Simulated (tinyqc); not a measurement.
Worked calculation: sp3 tight binding, zinc-blende lattice. One step of it, computed by the program tinyqc.

Question. Levels at k. Diagonalise the Hermitian matrix.

H(k) at k (eV):
```
                      a s                 a px                a py                 a pz
a s            -14.800000             0.000000            0.000000             0.000000
a px             0.000000            -6.200000            0.000000             0.000000
a py             0.000000             0.000000           -6.200000             0.000000
a pz             0.000000             0.000000            0.000000            -6.200000
c s   -3.115186-3.324006i  -1.893771-3.148303i  2.522267+2.363813i  -3.148303-1.893771i
c px   1.893771+3.148303i   1.201572+1.282117i  4.000858+2.406601i  -3.205292-3.003929i
c py  -2.522267-2.363813i   4.000858+2.406601i  1.201572+1.282117i   2.406601+4.000858i
c pz   3.148303+1.893771i  -3.205292-3.003929i  2.406601+4.000858i   1.201572+1.282117i

                      c s                 c px                 c py                 c pz
a s   -3.115186+3.324006i   1.893771-3.148303i  -2.522267+2.363813i   3.148303-1.893771i
a px  -1.893771+3.148303i   1.201572-1.282117i   4.000858-2.406601i  -3.205292+3.003929i
a py   2.522267-2.363813i   4.000858-2.406601i   1.201572-1.282117i   2.406601-4.000858i
a pz  -3.148303+1.893771i  -3.205292+3.003929i   2.406601-4.000858i   1.201572-1.282117i
c s            -14.800000             0.000000             0.000000             0.000000
c px             0.000000            -6.200000             0.000000             0.000000
c py             0.000000             0.000000            -6.200000             0.000000
c pz             0.000000             0.000000             0.000000            -6.200000
```

Give: eigenvalues; weights |c|^2 of the basis functions.

Answer.

eigenvalues (eV): -21.151  -18.142  -12.817  -12.667  -5.182  0.067  0.269  2.823

weights |c|^2 of the basis functions:
```
      band 1  band 2  band 3  band 4  band 5  band 6  band 7  band 8
a s    0.462   0.188   0.013   0.000   0.299   0.007   0.000   0.031
a px   0.013   0.105   0.274   0.047   0.077   0.249   0.079   0.156
a py   0.012   0.104   0.019   0.323   0.052   0.000   0.332   0.158
a pz   0.014   0.103   0.194   0.130   0.072   0.243   0.088   0.155
c s    0.462   0.188   0.013   0.000   0.299   0.007   0.000   0.031
c px   0.013   0.105   0.274   0.047   0.077   0.249   0.079   0.156
c py   0.012   0.104   0.019   0.323   0.052   0.000   0.332   0.158
c pz   0.014   0.103   0.194   0.130   0.072   0.243   0.088   0.155
```
